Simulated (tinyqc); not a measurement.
Tight binding, honeycomb lattice, step by step. One step of it, computed by the program tinyqc.

Task: Levels at k. Diagonalise the Hermitian matrix.

H(k) at k (eV):
```
                     A                    B
A             1.030000  -0.196616+1.380468i
B  -0.196616-1.380468i            -1.030000
```

Give: eigenvalues; weights |c|^2 of the basis functions.

Result:

eigenvalues (eV): -1.7336  1.7336

weights |c|^2 of the basis functions:
```
   band 1  band 2
A  0.2029  0.7971
B  0.7971  0.2029
```
